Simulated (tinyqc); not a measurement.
## Depth and level of a trap from the time ratio

Inverse problem. For an oxide trap tc/te = exp(E/Vt) with E = E0 - dpsi - (xt/tox)(Vg - VT - dpsi), dpsi being the rise of the surface potential above its value at threshold. Find xt and E0, and the depth that would be read if dpsi were ignored.

Parameters, values chosen for the exercise: temperature T = 250 K; insulator thickness tox = 5.7 nm.

Constants: q = 1.602176634e-19 C, kB = 1.380649e-23 J/K, Vt = kB T/q. Results are converted to the units shown.

Vg - VT (V): [-0.11, 0.04]
tc/te: [7.8536194, 0.055105021]
dpsi (V): [-0.076836701, 0.017256562]

Solution. E + dpsi is a straight line in the oxide voltage Vg - VT - dpsi with slope -xt/tox and intercept E0. Ignoring dpsi assigns the motion of the bands to the trap and overstates its depth.

xt = 1.300 nm
E0 = -0.04000 eV
depth read without dpsi = 4.060 nm

Program tinyqc, `OMP_NUM_THREADS=1 python tinyqc.py 2710001 2710002 out.jsonl`; Intel Xeon 2.30GHz, shared host, one thread, about 0.01 s.
